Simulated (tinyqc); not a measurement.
Froehlich polaron in a polar crystal: one step, computed by the program tinyqc. Command: `OMP_NUM_THREADS=1 python tinyqc.py 3027572 3027573 out.jsonl frohlich walk`. One thread of a shared host (Intel(R) Xeon(R) Processor @ 2.30GHz), about 0.06 s of CPU time with the checks.

One electron in a parabolic band of mass m*, coupled to dispersionless LO phonons in the continuum model. Energies are in units of hbar omega unless marked, wave numbers in k_0 = sqrt(2 m* omega/hbar).

Question. Coupling constant and length scale. 1/eps* = 1/eps_inf - 1/eps_s; k_0 = sqrt(2 m* omega/hbar) = sqrt(m* hbar omega / (hbar^2/(2 m_0))) with m* in m_0; alpha = (e^2/(4 pi eps_0)) k_0/(2 eps* hbar omega); polaron length 1/k_0.

Inputs (values chosen for the exercise, modelled on strontium titanate):
```
quantity,value,unit
band mass m*,0.842,m_0
LO phonon energy hbar omega,78.7,meV
eps_inf,5.28,-
static dielectric constant eps_s,297,-
```

Constants: hbar^2/(2 m_0) = 3.80998212 eV angstrom^2; e^2/(4 pi eps_0) = 14.39964548 eV angstrom.

Give: eps*; k_0; coupling constant alpha; polaron length 1/k_0.

Answer.

eps* = 5.3756

k_0 = 0.13188 1/angstrom

coupling constant alpha = 2.2444

polaron length 1/k_0 = 7.5826 angstrom

Intermediate coupling.
